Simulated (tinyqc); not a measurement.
Inside a calculation. Model: BCS gap equation with a constant attraction inside the Debye window. Computed by tinyqc, a small Python program that keeps every step. Command: `OMP_NUM_THREADS=1 python tinyqc.py 3001917 3001918 out.jsonl bcs walk`. One thread of a shared host (Intel(R) Xeon(R) Processor @ 2.30GHz), about 0.01 s of CPU time with the checks. Intermediate numbers are printed to about 6 digits and carried at full precision; extremes and crossings named in words are read from the listed rows.

Pairs attract with strength V for |xi| < k_B Theta; N(0) is the density of states for one spin. Energies are given as temperatures (E/k_B, in K) unless marked.

Inputs (values chosen for the exercise, modelled on lead): coupling N(0)V = 0.369; Debye temperature Theta = 95.3 K; temperature T = 3.97 K.

Solver: fixed point.

Constants: k_B = 8.617333262e-05 eV/K.

## Gap at zero temperature

At T = 0 the gap equation 1/(N(0)V) = int_0^Theta d xi/sqrt(xi^2 + Delta^2) has the integral arcsinh(Theta/Delta), so Delta_0 = Theta/sinh(1/(N(0)V)); weak coupling gives 2 Theta exp(-1/(N(0)V)).

Delta_0 = 12.7380 K

weak-coupling Delta_0 = 12.6816 K

Delta_0 in meV = 1.09767 meV

## Critical temperature

Gap equation: 1/(N(0)V) = I(Delta, T) = int_0^Theta tanh(E/2T)/E d xi, E = sqrt(xi^2 + Delta^2); 64 Gauss-Legendre points in y with xi = max(Delta, T) sinh(y). T_c solves I(0, T_c) = 1/(N(0)V); the weak-coupling form is T_c = (2 e^C/pi) Theta exp(-1/(N(0)V)) with Euler's C = 0.5772157, and 2 Delta_0/T_c then tends to 2 pi e^-C = 3.528.

T_c = 7.18960 K

weak-coupling T_c = 7.18960 K

2 Delta_0/T_c = 3.54344

T_c/Theta = 0.0754; the ratio lies +0.44 % from 3.528. Within this model the ratio cannot pass 4; larger values in real metals come from retardation, which it leaves out. Caution: at this coupling retardation and damping of the phonon exchange (Eliashberg theory) matter.

## One evaluation of the gap equation

Take Delta = Delta_0 as the trial; the fixed-point update is Delta(new) = N(0)V Delta I(Delta, T).

I(Delta_0, T) = 2.65691

updated Delta = 12.4883 K

## Gap at temperature T

Residual r = N(0)V I - 1, with Delta_0 = Theta/sinh(1/(N(0)V)). Fixed point: Delta(new) = Delta (1 + r), from Delta_0. Stop when |r| < 1e-9 or after 40 steps.

Iterations:
```
step  Delta (K)    residual r
1       12.4883  -1.37871e-02
2       12.3161  -9.75329e-03
3       12.1960  -6.92717e-03
4       12.1115  -4.93383e-03
5       12.0518  -3.52112e-03
6       12.0093  -2.51650e-03
7       11.9791  -1.80034e-03
8       11.9575  -1.28893e-03
9       11.9421  -9.23271e-04
...         ...           ...
32      11.9033  -4.40886e-07
33      11.9033  -3.16226e-07
34      11.9032  -2.26813e-07
35      11.9032  -1.62682e-07
36      11.9032  -1.16684e-07
37      11.9032  -8.36917e-08
38      11.9032  -6.00280e-08
39      11.9032  -4.30552e-08
40      11.9032  -3.08814e-08
```

converged (1 yes, 0 no) = 0

Delta(T) = 11.9032 K

Not converged: the residual falls at every step, but slowly, by a factor of about 0.717 a step. The update changes Delta only by the factor 1 + r, and r varies only weakly with Delta.

Reruns converge with solver = secant; or with solver = bisection.
